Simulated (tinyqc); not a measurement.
## Access strength from the read disturbance

Problem. Transistor (EKV form, voltages against the body): I = 2 n b Vt^2 [F(vp - Vs) - F(vp - Vd)] from drain to source, F(v) = ln^2(1 + exp(v/(2 Vt))), vp = (Vg - VT + sg |Vd - Vs|)/n. n-channel bodies are at 0; for the p-channel device all voltages are counted down from Vdd. b in uA/V^2 gives I in uA. In an SRAM read the low node Q obeys In(gate QB, drain Q) = Ip(gate QB, drain Q) + Ia, where the access transistor (threshold VTn) has its gate and drain at Vdd and its source at Q. Find Ia, ba and the cell ratio bn/ba.

Values chosen for this exercise:
```
symbol  value    unit                                  meaning
T         273       K                              temperature
Vdd       0.8       V                           supply voltage
n        1.38                                     slope factor
sg      0.097                   drain-induced barrier lowering
VTn      0.27       V                      n-channel threshold
VTp      0.32       V          p-channel threshold (magnitude)
bn        520  uA/V^2  gain factor of the pull-down transistor
bp        190  uA/V^2    gain factor of the pull-up transistor
```

Constants: q = 1.602176634e-19 C, kB = 1.380649e-23 J/K, Vt = kB T/q. Results are converted to the units shown.

Q and QB in the read (V): 0.13490878  0.79855073

Answer. The node equation gives Ia, which is proportional to ba.

Ia = 31.4 uA
ba = 520 uA/V^2
cell ratio = 1.00

Numbers from tinyqc (`OMP_NUM_THREADS=1 python tinyqc.py 2340135 2340136 out.jsonl`; about 0.2 s on one thread of a shared Intel Xeon 2.30GHz).
